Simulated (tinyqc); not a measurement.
Electrons shared among three sets of ellipsoidal valleys: sweeps and comparisons. A value that a table varies takes the place of the one given here.

F_j(eta) = (1/Gamma(j + 1)) integral_0^infinity x^j dx/(1 + exp(x - eta)), which tends to exp(eta) for eta << 0.

Sets Delta2, Delta4, L: N_i = M_i times N = 2 (m kB T/(4 pi c))^(3/2) with c = hbar^2/2m0, in 1/angstrom^3; times 1e24 for 1/cm^3, m = (ml mt^2)^(1/3); n = sum_i N_i F_1/2((EF - dE_i)/kT), energies from the edge of the first set; mu_drift = sum of share times mobility.

Constants: hbar^2/2m0 = 3.80998211 eV angstrom^2; kB = 8.617333262e-05 eV/K.

Parameters, chosen for this exercise (masses and offsets near those of Si; mobilities are free inputs, held fixed; shifted at random, so the results belong to these values and not to a real crystal): dE = (0, 0.133, 0.958) eV (edges of Delta2, Delta4, L above the first, the first two split by strain); M = (2, 4, 4) (valleys in each set); ml = (0.895, 0.895, 1.68) m0 (longitudinal masses of Delta2, Delta4, L); mt = (0.1832, 0.1832, 0.1203) m0 (transverse masses); mu = (1800, 1100, 480) cm^2/(V s) (mobility of each set, for current in the plane normal to the Delta2 axis); n = 3.3e+16 1/cm^3 (total electron density); T = 500 K.

## Transfer between valleys with temperature

Offsets, masses and mobilities are held fixed; n is fixed too, so the high values of T stand for hot electrons, not for the lattice.

Populations:
```
T (K)  EF (eV)  share Delta2  share Delta4  share L  mu_drift
77     -0.0234        1.0000        0.0000   0.0000      1800
150    -0.0586        0.9999        0.0001   0.0000      1800
300    -0.1444        0.9885        0.0115   0.0000      1792
450    -0.2422        0.9391        0.0609   0.0000      1757
600    -0.3493        0.8675        0.1325   0.0000      1707
900    -0.5840        0.7353        0.2647   0.0000      1615
1200   -0.8370        0.6440        0.3559   0.0001      1551
2000   -1.5646        0.5178        0.4787   0.0036      1460
```

The share of Delta2 goes from 1.000 to 0.518 and the mean mobility from 1800 to 1460 cm^2/(V s). Delta2 holds more than Delta4 throughout. The share of L is at most 0.0036.

## Transfer between valleys with doping

Parabolic valleys; band tails and gap narrowing are left out.

Populations:
```
n (1/cm^3)  EF (eV)  share Delta2  share Delta4  share L  mu_drift
1.0e+16     -0.3284        0.9163        0.0837   0.0000      1741
1.0e+17     -0.2291        0.9162        0.0838   0.0000      1741
1.0e+18     -0.1293        0.9151        0.0849   0.0000      1741
3.0e+18     -0.0806        0.9125        0.0875   0.0000      1739
1.0e+19     -0.0241        0.9032        0.0968   0.0000      1732
3.0e+19      0.0355        0.8747        0.1253   0.0000      1712
1.0e+20      0.1207        0.7725        0.2275   0.0000      1641
```

The share of Delta2 goes from 0.916 to 0.773 and the mean mobility from 1741 to 1641 cm^2/(V s). Delta2 holds more than Delta4 throughout. The share of L is at most 1.2e-09.

## Moving the second set by strain or alloying

The second entry of dE is replaced by the values listed; a negative value puts that set lowest.

Populations:
```
offset (eV)  EF (eV)  share Delta2  share Delta4  share L  mu_drift
-0.100       -0.4051        0.0468        0.9532   0.0000      1133
-0.050       -0.3593        0.1355        0.8645   0.0000      1195
0.000        -0.3205        0.3333        0.6667   0.0000      1333
0.025        -0.3056        0.4718        0.5282   0.0000      1430
0.050        -0.2941        0.6147        0.3853   0.0000      1530
0.100        -0.2809        0.8358        0.1642   0.0000      1685
0.150        -0.2757        0.9420        0.0580   0.0000      1759
0.200        -0.2740        0.9811        0.0189   0.0000      1787
0.300        -0.2733        0.9981        0.0019   0.0000      1799
```

The share of Delta2 goes from 0.047 to 0.998 and the mean mobility from 1133 to 1799 cm^2/(V s). Delta2 and Delta4 hold equal numbers between offset = 0.025 and 0.05 eV. The share of L is at most 4e-10. With Boltzmann statistics the first two sets are equal at kT ln(N_2/N_1) = 0.0299 eV.

## What moves the populations

All else solved anew. Each row changes one parameter from the base and keeps the others.

Results:
```
case                               EF (eV)  share Delta2  share Delta4  share L  mu_drift (cm^2/(V s))
base                               -0.2769        0.9163        0.0837   0.0000                   1741
T = 550 K                          -0.3127        0.8921        0.1079   0.0000                   1724
n = 9.9e+16 1/cm^3                 -0.2296        0.9162        0.0838   0.0000                   1741
dE = (0, 0.1064, 0.958) eV         -0.2799        0.8552        0.1448   0.0000                   1699
mt = (0.1832, 0.2198, 0.1203) m0   -0.2777        0.9012        0.0988   0.0000                   1731
ml = (0.895, 1.074, 1.68) m0       -0.2773        0.9090        0.0910   0.0000                   1736
mu = (2160, 1100, 480) cm^2/(V s)  -0.2769        0.9163        0.0837   0.0000                   2071
```

The largest shifts from the base row, up to three for each result and ties (the steps differ in size, so this ranks the rows, not the parameters). EF (eV): n +0.0474, T -0.0357, dE -0.0030; unchanged at the printed digits by mu. share Delta2: dE -0.0611, T -0.0242, mt -0.0151; unchanged at the printed digits by mu. share Delta4: dE +0.0611, T +0.0242, mt +0.0151; unchanged at the printed digits by mu. share L: unchanged at the printed digits by T, n, dE, mt, ml and mu. mu_drift (cm^2/(V s)): mu +330, dE -43, T -17; unchanged at the printed digits by n.

(tinyqc, `OMP_NUM_THREADS=1 python tinyqc.py 1680376 1680377 out.jsonl`, Intel(R) Xeon(R) Processor @ 2.30GHz, 1 thread, shared host, about 0.01 s.)
